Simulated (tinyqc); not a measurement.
Single-electron transistor, orthodox theory and master equation: the Coulomb oscillation.

A metal island with n extra electrons joins the left lead (voltage V) and the right lead (0 V) by tunnel junctions and couples to a gate. Cs = CL + CR + Cg. Adding electron n + 1 costs mu(n) = [q (n + 1/2) - CL V - Cg Vg]/Cs (in volts); the Fermi levels are -V (left) and 0 (right). A jump that gains the energy W has the rate G(W) = (W/q)/(R [1 - exp(-W/Vt)]), W in volts, Vt = kB T/q. Sequential tunnelling only; I > 0 flows from left to right.

Here V = 19 mV. Onto the island: from the left W = -V - mu(n), from the right W = -mu(n); off the island (n + 1 to n): to the left W = mu(n) + V, to the right W = mu(n). Steady state: p(n + 1)/p(n) = (sum of on rates)/(sum of off rates), normalised. I = q sum_n [p(n + 1) (off to left) - p(n) (on from left)]. Enough charge states are kept that the digits shown do not change.

Values chosen for this exercise:
- CL = 2.2 aF (capacitance of the left junction)
- CR = 2.3 aF (capacitance of the right junction)
- Cg = 0.96 aF (gate capacitance)
- RL = 240 kohm (resistance of the left junction)
- RR = 4800 kohm (resistance of the right junction)
- T = 16 K (temperature)

Constants: q = 1.602176634e-19 C, kB = 1.380649e-23 J/K, Vt = kB T/q. Results are converted to the units shown.

The Coulomb oscillation:
```
Vg (mV)    I (nA)   mean n
0         0.30681  -0.0641
16.7     0.091895  -0.0083
33.4      0.18929   0.0011
50.1      0.50948   0.0070
66.8       1.0005   0.0168
83.4       1.5466   0.0329
100        2.0684   0.0608
117        2.4744   0.1238
134        2.3795   0.3097
150        1.3030   0.6771
167       0.30360   0.9367
184      0.091508   0.9921
200       0.18565   1.0010
217       0.50965   1.0070
```

Read the table: what changes, and by how much?

I is largest, 2.47 nA, at Vg = 117 mV and smallest, 0.0915 nA, at 184 mV among the rows; the pattern repeats every q/Cg = 167 mV. At zero temperature current flows while mu(0) lies between -V and 0, for Vg from 39.9 to 148 mV; the mean n moves from -0.06 to 1.01 over the table.

Range of the model: Cotunnelling, which dominates deep in the blockade, is left out.

Computed by the program tinyqc: `OMP_NUM_THREADS=1 python tinyqc.py 2780013 2780014 out.jsonl`, one thread of a shared Intel Xeon 2.30GHz, about 0.01 s for the whole run.
